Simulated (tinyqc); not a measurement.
Inside a calculation. Model: specific resistance of a metal-semiconductor contact and its transmission-line measurement. Computed by tinyqc, a small Python program that keeps every step. Command: `OMP_NUM_THREADS=1 python tinyqc.py 3010241 3010242 out.jsonl contact walk`. One thread of a shared host (Intel(R) Xeon(R) Processor @ 2.30GHz), about 0.01 s of CPU time with the checks. Intermediate numbers are printed to about 5 digits and carried at full precision; extremes and crossings named in words are read from the listed rows.

The barrier is parabolic (depletion approximation), energies E are normal energies counted from the band edge in the neutral semiconductor (downwards for holes), and the bias is zero. xi is an input, held fixed when other inputs move.

Inputs (values chosen for the exercise, modelled on n-type silicon):
```
quantity                                           value          unit
tunnelling mass m                                   0.32           m_0
permittivity eps                                    11.7             -
Richardson constant A*                               110  A/(cm^2 K^2)
barrier height phi_B                                0.75            eV
doping N                                         1.5e+20        1/cm^3
Fermi level above the band edge in the bulk, xi    0.089            eV
temperature T                                        300             K
sheet resistance R_sh                                 71           ohm
contact length d                                    0.38    micrometre
contact width W                                     0.14    micrometre
```

Image-force lowering: included.

Constants: hbar = 1.054571817e-34 J s; eps_0 = 8.8541878128e-12 F/m; m_0 = 9.1093837015e-31 kg; k_B = 8.617333262e-05 eV/K; e = 1.602176634e-19 C.

## Tunnelling energy and barrier

E_00 = (e hbar/2) sqrt(N/(eps eps_0 m)); band bending E_b = phi_B + xi; depletion width w = sqrt(2 eps eps_0 E_b/(e^2 N)). Image lowering d_phi = (e^3 N E_b/(8 pi^2 (eps eps_0)^3))^(1/4) (E_b in volts), and E_b - d_phi replaces E_b everywhere except in w.

E_00 = 117.52 meV

E_00/k_B T = 4.5458

depletion width = 2.6894 nm

barrier used, above the bulk band edge = 0.56189 eV

By the usual rule this is thermionic-field emission (0.5 to 5 k_B T).

## Transmission and supply

WKB transmission for E < E_b, with a = E/E_b: D = exp{-(E_b/E_00) [sqrt(1 - a) - a ln((1 + sqrt(1 - a))/sqrt(a))]}; D = 1 above. f = 1/(1 + exp((E - xi)/k_B T)).

E, D, f and D f at E/E_b = 0.05, 0.15, 0.3, 0.45, 0.6, 0.75, 0.9, 0.98:
```
E/E_b   E (eV)        D           f         D f
0.05   0.02809  0.01593  9.1340e-01  1.4551e-02
0.15   0.08428  0.03842  5.4548e-01  2.0955e-02
0.30   0.16857  0.10385  4.4031e-02  4.5726e-03
0.45   0.25285  0.22466  1.7646e-03  3.9644e-04
0.60   0.33714  0.41259  6.7838e-05  2.7990e-05
0.75   0.42142  0.65649  2.6037e-06  1.7093e-06
0.90   0.50570  0.90221  9.9928e-08  9.0156e-08
0.98   0.55065  0.99099  1.7561e-08  1.7402e-08
```

Among these points D f is largest at E/E_b = 0.15; for a non-degenerate tail the peak lies at E/E_b = 1/cosh^2(E_00/k_B T) = 0.000, but it cannot fall far below the Fermi level.

## Specific contact resistance

At zero bias 1/rho_c = (e A*/k_B^2) int D(E) f(E) dE, f = 1/(1 + exp((E - xi)/k_B T)); 200 Gauss-Legendre points from 0 to E_b, and k_B T ln(1 + exp((xi - E_b)/k_B T)) for the part above the barrier; the share of tunnelling is the part below.

specific contact resistance rho_c = 2.5689e-08 ohm cm^2

share of tunnelling = 100.000 %

rho_c by thermionic emission alone = 0.22967 ohm cm^2

Tunnelling lowers rho_c by a factor 8.94e6. The field-emission exponent (E_b - xi)/E_00 is 4.0, the thermionic one (E_b - xi)/k_B T is 18.3.

## Current crowding

Transmission-line model: transfer length L_T = sqrt(rho_c/R_sh); R_c = (R_sh L_T/W) coth(d/L_T). Limits: rho_c/(W d) for d << L_T, sqrt(rho_c R_sh)/W for d >> L_T.

transfer length L_T = 0.19022 micrometre

d/L_T = 1.9977

contact resistance R_c = 100.08 ohm

R_c W = 14.012 ohm micrometre

short-contact limit = 48.288 ohm

long-contact limit = 96.466 ohm

The contact is about one transfer length long, between the two limits.

## A transmission-line measurement read back

Transmission-line model: transfer length L_T = sqrt(rho_c/R_sh); R_c = (R_sh L_T/W) coth(d/L_T). Two contacts a gap s apart give R = 2 R_c + R_sh s/W. A straight-line fit gives R_sh from the slope and R_c from the intercept; the simple reading takes L_x = R_c W/R_sh as the transfer length and rho_c = R_sh L_x^2.

Resistances:
```
gap s (micrometre)  R (ohm)
0.20                  301.6
0.39                  398.0
0.79                  600.8
1.60                 1011.6
3.20                 1823.0
```

L_x = 0.19735 micrometre

rho_c by the simple reading = 2.7651e-08 ohm cm^2

simple reading over true value = 1.0764

The simple reading is 1.08 times too high, the factor coth^2(d/L_T): it holds only for d above about 2 L_T.

Checks made by the program: closed WKB exponent against numerical integration over the parabolic barrier (relative difference below 1e-10).
